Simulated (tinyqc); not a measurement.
Inside a calculation. Model: finite-size error of a charged defect in a periodic cell: Madelung and Makov-Payne terms. Computed by tinyqc, a small Python program that keeps every step. Command: `OMP_NUM_THREADS=1 python tinyqc.py 3028436 3028437 out.jsonl imagecharge walk`. One thread of a shared host (Intel(R) Xeon(R) Processor @ 2.30GHz), about 0.04 s of CPU time with the checks. Intermediate numbers are printed to about 6 digits and carried at full precision; extremes and crossings named in words are read from the listed rows.

L is the cube root of the cell volume. The defect charge is a Gaussian, rho(r) = q (2 pi sigma^2)^(-3/2) exp(-r^2/2 sigma^2), repeated periodically in a uniform neutralising background and screened by a continuum. The model cell energy is E(L) = E_0 + [periodic - isolated electrostatic energy].

Inputs (values chosen for the exercise, with screening close to that of CdTe):
```
quantity,value,unit
charge q,-2,e
cell length L,17.2,angstrom
dielectric constant eps,10.5,-
width sigma of the defect charge,1.6,angstrom
formation energy of the isolated defect E_0,4.733,eV
```

Supercell lattice: sc. Screening: isotropic.

scatter added to the six cells, standing for numerical noise (meV): [-6.5, 0.29, 2.5, -1.7, 4.7, -2.8]

Constants: e^2/(4 pi eps_0) = 14.39964548 eV angstrom.

## The cell

Cell vectors: (1,0,0), (0,1,0), (0,0,1), scaled to volume L^3.

cell vectors (rows) (angstrom):
```
,1,2,3
1,17.2,0.0,0.0
2,0.0,17.2,0.0
3,0.0,0.0,17.2
```

nearest image = 17.2 angstrom

## Madelung energy

Ewald sum for a unit point charge: scale each Cartesian component of the cell by 1/sqrt(eps_i), giving R', G' and V'; E = [ (1/2) sum erfc(eta R')/R' + (2 pi/V') sum exp(-G'^2/4 eta^2)/G'^2 - eta/sqrt(pi) - pi/(2 V' eta^2) ] e^2/(4 pi eps_0) / sqrt(eps_x eps_y eps_z), over n_i = -6..6, omitting n = (0,0,0), eta = 2/V'^(1/3). alpha = -2 E eps_g L/(e^2/(4 pi eps_0)), eps_g = (eps_x eps_y eps_z)^(1/3).

terms for a unit charge (eV): real space 0.0011405, reciprocal 0.0070264, self -0.0899682, background -0.0313108

Madelung constant alpha = 2.83730

point-charge correction -q^2 E = 0.452448 eV

## Energy of the smeared charge in the cell

Periodic energy of the Gaussian: (2 pi q^2/V) sum_(G != 0) exp(-sigma^2 G^2)/(G.eps.G) x e^2/(4 pi eps_0), n_i = -k..k with k = max(9, L/sigma rounded up). Isolated energy: q^2/(2 sqrt(pi) sigma) <1/(n.eps.n)> e^2/(4 pi eps_0), the mean over directions n, here 1/eps.

periodic energy = 0.532050 eV

isolated energy = 0.967158 eV

finite-size error = -0.435108 eV

E(L) = 4.29789 eV

## Makov-Payne correction

Second radial moment Q = q <r^2> = 3 q sigma^2; E(corrected) = E(L) + q^2 alpha e^2/(4 pi eps_0)/(2 eps L) - 2 pi q Q e^2/(4 pi eps_0)/(3 eps L^3). Errors left are the corrected energies less E_0.

Q = -15.36 e angstrom^2

third-order term = -0.0173403 eV

error left after the first term = 0.0173403 eV

error left after both terms = 0 eV

third-order over first-order term, in size = 0.0383255

The point-charge term alone overcorrects by 0.0173 eV, 4 % of itself; both terms together are exact to 1e-7 eV, since the clouds do not overlap.

## A series of cells

Cells of the same shape with L scaled by 0.7, 0.85, 1, 1.25, 1.5 and 2; the scatter is added to E(L). The point-charge correction scales as 1/L from its value at the input L.

Scaling data:
```
L (angstrom),1/L (1/angstrom),E(L) (eV),E(L) + point-charge correction (eV)
12.04,0.0830565,4.13070,4.77705
14.62,0.0683995,4.22923,4.76153
17.20,0.0581395,4.30039,4.75284
21.50,0.0465116,4.37822,4.74018
25.80,0.0387597,4.44121,4.74284
34.40,0.0290698,4.50614,4.73237
```

## Ways to reach the isolated limit

Least-squares fits of E(L) to a + b/L, a + c/L^3 or a + b/L + c/L^3; the estimate is a, and errors are against E_0.

Estimates of E_0:
```
way,estimate (eV),error (meV)
"largest cell, uncorrected",4.50614,-226.857
"largest cell, point-charge term",4.73237,-0.632
"1/L fit, three smallest",4.69549,-37.508
"1/L fit, all six",4.70785,-25.147
"1/L^3 fit, all six",4.46804,-264.959
"1/L and 1/L^3, three smallest",4.72414,-8.860
"1/L and 1/L^3, all six",4.72063,-12.370
"corrected data, 1/L^3 fit",4.73476,1.763
```

coefficient b of the full fit = -7.36975 eV angstrom

Best here: largest cell, point-charge term (-0.6 meV); worst: 1/L^3 fit, all six (-265 meV). The fitted b is 94.7 % of the Madelung value -q^2 alpha e^2/(8 pi eps_0 eps_g). A pure 1/L fit lands below E_0, because the positive 1/L^3 term flattens the small-cell points.

Checks made by the program: the same sum with another eta (relative difference below 1e-10); both terms against the exact model when the clouds do not overlap (relative difference below 1e-10).
